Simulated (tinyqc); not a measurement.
Thickness: WKB tunnelling through a gate dielectric with a two-band (Franz) dispersion.

At depth x the conduction edge lies u(x) = phi - V x/t above the electron. Parabolic: kappa = sqrt(m u/c). Franz: kappa = sqrt(m u (1 - u/Eg)/c), which vanishes at both band edges. c = hbar^2/2m0. T = exp(-2 integral of kappa dx) over the region u > 0; no image force, no prefactor, zero transverse momentum. The region ends at x_e = min(t, phi t/V); x_e < t is the Fowler-Nordheim regime.

Constants: hbar^2/2m0 = 3.80998211 eV angstrom^2.

Values chosen for the exercise (of the size used for La2O3 on silicon; the results hold for these values, not for the real material): Eg = 6.28 eV (gap of the dielectric); phi = 2.42 eV (barrier above the electron energy at the emitter); m = 0.27 m0 (mass at the conduction edge); V = 0.4 V (voltage across the layer).

The same voltage across layers of other thickness. The last column is the thickness that changes T by a factor of ten, ln(10)/(2 I/t).

Transmission:
```
t (angstrom),field (MV/cm),T parabolic,T Franz,"angstrom per decade, Franz"
8,5.00,0.00176,0.00611,3.613
10,4.00,0.000360,0.00171,3.613
12,3.33,7.37e-05,0.000477,3.613
15,2.67,6.82e-06,7.05e-05,3.613
20,2.00,1.29e-07,2.91e-06,3.613
25,1.60,2.45e-09,1.20e-07,3.613
30,1.33,4.66e-11,4.97e-09,3.613
40,1.00,1.67e-14,8.48e-12,3.613
```

At fixed voltage the exponent is proportional to t: T falls tenfold for each 3.61 angstrom. The ratio of Franz to parabolic grows with t, from 3.47 at 8 to 507 at 40 angstrom.

tinyqc: `OMP_NUM_THREADS=1 python tinyqc.py 1480237 1480238 out.jsonl`; about 0.01 s, one thread, shared Intel(R) Xeon(R) Processor @ 2.30GHz.
